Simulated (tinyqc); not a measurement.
# Threshold-voltage variability of a planar MOSFET, analytic estimates: what changes with what

Three independent sources add in quadrature: random dopants in the depleted layer, metal-gate grains of two orientations, and roughness of the two gate edges acting through the roll-off VT = VT(long) - Vr exp(-L/l). These are first-order estimates: no three-dimensional electrostatics, no percolation.

Inputs (values chosen for the exercise); material values those of a made-up semiconductor: temperature T = 273 K; band gap Eg = 1.22 eV; relative permittivity of the semiconductor eps_r = 13.2; conduction-band density of states at T Nc = 2.3e19 cm^-3; valence-band density of states at T Nv = 2.08e19 cm^-3; channel doping Na = 3.7e17 cm^-3; oxide-equivalent thickness in inversion ti = 2.6 nm; gate length L = 20 nm; gate width W = 47 nm; metal grain size G = 4 nm; work-function difference of the two grain orientations dW = 0.15 eV; share of the orientation of higher work function p = 0.6; rms roughness of one gate edge De = 0.8 nm; correlation length of the roughness La = 30 nm; decay length of the threshold roll-off l = 5.2 nm; prefactor of the roll-off Vr = 3 V.

Constants: q = 1.602176634e-19 C, kB = 1.380649e-23 J/K, Vt = kB T/q, eps0 = 8.8541878128e-14 F/cm where lengths are in cm. Results are converted to the units shown.

Each table varies one quantity; the others keep the values above.

## Effect of the gate length

ni = sqrt(Nc Nv) exp(-Eg/(2 Vt)), Eg in volts; Cox = 3.9 eps0/ti; Wd = sqrt(4 eps0 eps_r Vt ln(Na/ni)/(q Na)); dopants: s1 = (q/Cox) sqrt(Na Wd/(3 L W)). Grains: Ng = L W/G^2 (at least 1), s2 = dW sqrt(p (1 - p)/Ng). Edges, with exponential correlation and u = W/La: the mean gate length has sL^2 = 2 De^2 (2/u)[1 - (1 - exp(-u))/u]; s3 = sL (Vr/l) exp(-L/l). s = sqrt(s1^2 + s2^2 + s3^2). l and Vr are held fixed.

Results:

| L (nm) | s1 (mV) | s2 (mV) | s3 (mV) | s (mV) | s sqrt(L W) (mV um) |
|---|---|---|---|---|---|
| 12 | 45.01 | 12.38 | 51.62 | 69.60 | 1.653 |
| 14 | 41.67 | 11.46 | 35.14 | 55.70 | 1.429 |
| 17 | 37.82 | 10.40 | 19.73 | 43.91 | 1.241 |
| 25 | 31.19 | 8.575 | 4.237 | 32.62 | 1.118 |
| 30 | 28.47 | 7.828 | 1.620 | 29.57 | 1.110 |
| 37 | 25.63 | 7.049 | 0.4216 | 26.59 | 1.109 |
| 44 | 23.51 | 6.464 | 0.1097 | 24.38 | 1.109 |

Estimate the missing row, L = 21 nm.

Computed row:

| L (nm) | s1 (mV) | s2 (mV) | s3 (mV) | s (mV) | s sqrt(L W) (mV um) |
|---|---|---|---|---|---|
| 21 | 34.03 | 9.356 | 9.144 | 36.45 | 1.145 |

With this row back in the table: As L goes from 12 to 44 nm, s falls from 69.6 to 24.4 mV. The largest source is the edges in the first row and the dopants in the last. The product s sqrt(L W) falls from 1.65 to 1.11 mV um: s1 and s2 go as 1/sqrt(L W), so the change comes from s3 alone. In every row the depletion depth exceeds L, so source and drain share much of the charge and s1 is rough.

## Effect of the channel doping

Same model as above.

l and Vr are held fixed.

The same in every row: s2 (mV) = 9.587; s3 (mV) = 11.08.

Result of one run:

| Na (cm^-3) | s1 (mV) | s (mV) | s sqrt(L W) (mV um) |
|---|---|---|---|
| 8.2e17 | 42.92 | 45.36 | 1.391 |

What becomes of these results when the channel doping Na is changed from 8.2e17 to 4.5e18 cm^-3, all else the same?

Result of the changed run:

| Na (cm^-3) | s1 (mV) | s (mV) | s sqrt(L W) (mV um) |
|---|---|---|---|
| 4.5e18 | 66.90 | 68.49 | 2.100 |

The whole series:

| Na (cm^-3) | s1 (mV) | s (mV) | s sqrt(L W) (mV um) |
|---|---|---|---|
| 1.5e17 | 27.53 | 31.19 | 0.9562 |
| 2.6e17 | 31.79 | 35.01 | 1.073 |
| 4.7e17 | 37.12 | 39.90 | 1.223 |
| 8.2e17 | 42.92 | 45.36 | 1.391 |
| 1.5e18 | 50.25 | 52.34 | 1.605 |
| 2.6e18 | 57.99 | 59.82 | 1.834 |
| 4.5e18 | 66.90 | 68.49 | 2.100 |
| 8e18 | 77.70 | 79.07 | 2.424 |

As Na goes from 1.5e17 to 8e18 cm^-3, s rises from 31.2 to 79.1 mV. The dopants are the largest source in the first and the last row. s1 goes on average as Na^(0.26), near the 1/4 expected from Na Wd. For Na = 1.5e17 to 2.6e18 cm^-3 the depletion depth exceeds L, so source and drain share much of the charge and s1 is rough.

Computed by the program tinyqc: `OMP_NUM_THREADS=1 python tinyqc.py 2090016 2090017 out.jsonl`, one thread of a shared Intel Xeon 2.30GHz, about 0.01 s for the whole run.
